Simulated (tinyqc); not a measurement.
Worked calculation: pi bands of a honeycomb layer in tight binding. Values are carried at full precision from step to step, so a last printed digit may differ when a step is redone from the rounded ones.

Lattice vectors a (1,0) and a (1/2, sqrt3/2); f = exp(i ky a/sqrt3) + 2 cos(kx a/2) exp(-i ky a/(2 sqrt3)), w = |f|. H = [[D - t2 F, -t f], [., -D - t2 F]] with F = w^2 - 3, S = [[1, s0 f], [., 1]]; the levels solve det(H - E S) = 0. K = (4 pi/3a, 0), M = (pi/a, pi/(sqrt3 a)); w = 3, 1, 0 at Gamma, M, K.

Constants: hbar = 6.58211957e-16 eV s; hbar^2/2m0 = 3.80998211 eV angstrom^2.

Inputs chosen for the exercise (of the size used for graphene; not measured data): a = 2.46 angstrom (lattice constant); t = 3.08 eV (nearest hopping); t2 = 0.07 eV (second-neighbour hopping); s0 = 0.14 (overlap of neighbours); D = 0.029 eV (+D on A, -D on B); k = (0.66, 0.01) 1/angstrom (wave vector).

## H and S at one k

Form f, w, F and the two matrices.

f = 2.37625+0.00443i
w = 2.37626
F = 2.64659

H (eV):
```
                 A                B
A          -0.1563  -7.3189-0.0136i
B  -7.3189+0.0136i          -0.2143
```

S:
```
                  A                 B
A           1.00000  0.33268+0.00062i
B  0.33268-0.00062i           1.00000
```

## The secular equation

det(H - E S) = 0 reads (e - E)^2 - D^2 - (t + s0 E)^2 w^2 = 0 with e = -t2 (w^2 - 3), that is c2 E^2 + 2 c1 E + c0 = 0 with c2 = 1 - s0^2 w^2, c1 = -(e + t s0 w^2), c0 = e^2 - D^2 - t^2 w^2.

c2, c1, c0: 0.8893  -2.2495  -53.5323

levels (eV): -5.6309  10.6899

## Levels at Gamma, M and K

Solve the quadratic (e - E)^2 - D^2 - (t + s0 E)^2 w^2 = 0 with e = -t2 (w^2 - 3), for w = 3, 1, 0.

Levels (eV):
```
point  w    lower    upper  difference
Gamma  3  -6.8029  15.2069     22.0098
M      1  -2.5791   3.7443      6.3234
K      0   0.1810   0.2390      0.0580
```

Measured from the middle of the levels at K (0.210 eV), the upper band reaches 14.997 eV and the lower -7.013 eV at Gamma: the upper band is the wider; overlap stretches the upper band and positive t2 the lower. The saddle points at M give the absorption peak at 6.323 eV in this one-electron picture.

## Near K

w = (sqrt3/2) a q to first order in the distance q from K. Effective hopping t* = t + 3 t2 s0, hbar v = (sqrt3/2) a t*, v in m/s = hbar v x 1e-10/hbar; band-edge masses follow from E^2 = D^2 + (hbar v q)^2 when t2 = s0 = 0: m/m0 = 2 c D/(hbar v)^2, c = hbar^2/2m0.

hbar v = 6.6243 eV angstrom
v = 1.006e+06 m/s
mass = 0.0050 m0

## Checks

- Roots of the quadratic against the generalised eigenproblem: they agree to 1e-10 or better.

(tinyqc, `OMP_NUM_THREADS=1 python tinyqc.py 1480756 1480757 out.jsonl`, Intel(R) Xeon(R) Processor @ 2.30GHz, 1 thread, shared host, about 0.01 s.)
